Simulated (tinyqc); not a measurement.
X-ray photoelectron analysis of a thin oxide on a semiconductor: attenuation lengths, thickness, angle series and band offsets: one step, computed by the program tinyqc. Command: `OMP_NUM_THREADS=1 python tinyqc.py 3112598 3112599 out.jsonl xps walk`. One thread of a shared host (Intel(R) Xeon(R) Processor @ 2.30GHz), about 0.01 s of CPU time with the checks.

The same element is seen in the oxide and in the substrate, at nearly the same kinetic energy; films are flat and uniform, and the work function is ignored.

Task: Band offsets by core levels. Valence band offset = (E_core - E_v)(substrate) - (E_core - E_v)(oxide) + (core level separation at the interface, oxide less substrate). The separation is made here from the given offset; a uniform field F that raises the binding energy towards the surface shifts the oxide peak by e F <z>, <z> = d/(1 - exp(-x)) - d/x, x = d/(L_o cos theta), being the mean distance from the interface. Conduction band offset = oxide gap - substrate gap - valence band offset.

Inputs (values chosen for the exercise, modelled on SiO2 on silicon):

| quantity | value | unit |
|---|---|---|
| oxide gap | 8.76 | eV |
| substrate gap | 1.12 | eV |
| oxide thickness d | 6.4 | nm |
| emission angle from the normal | 60 | degrees |
| valence band offset used to make the data | 4.35 | eV |
| core level less valence band top, substrate | 98.91 | eV |
| core level less valence band top, thick oxide | 98.45 | eV |
| field in the oxide | 1.2 | MV/cm |

d/(L_o cos theta) = 7.454290

Give: separation without field; <z>; separation with field; apparent valence band offset; true conduction band offset; apparent conduction band offset.

Result:

separation without field = 3.89 eV

<z> = 5.545 nm

separation with field = 4.555 eV

apparent valence band offset = 5.015 eV

true conduction band offset = 3.29 eV

apparent conduction band offset = 2.625 eV

The field biases both offsets by 0.67 eV, in opposite directions. Caution: beyond about 60 degrees elastic scattering and roughness make a single attenuation length unreliable.
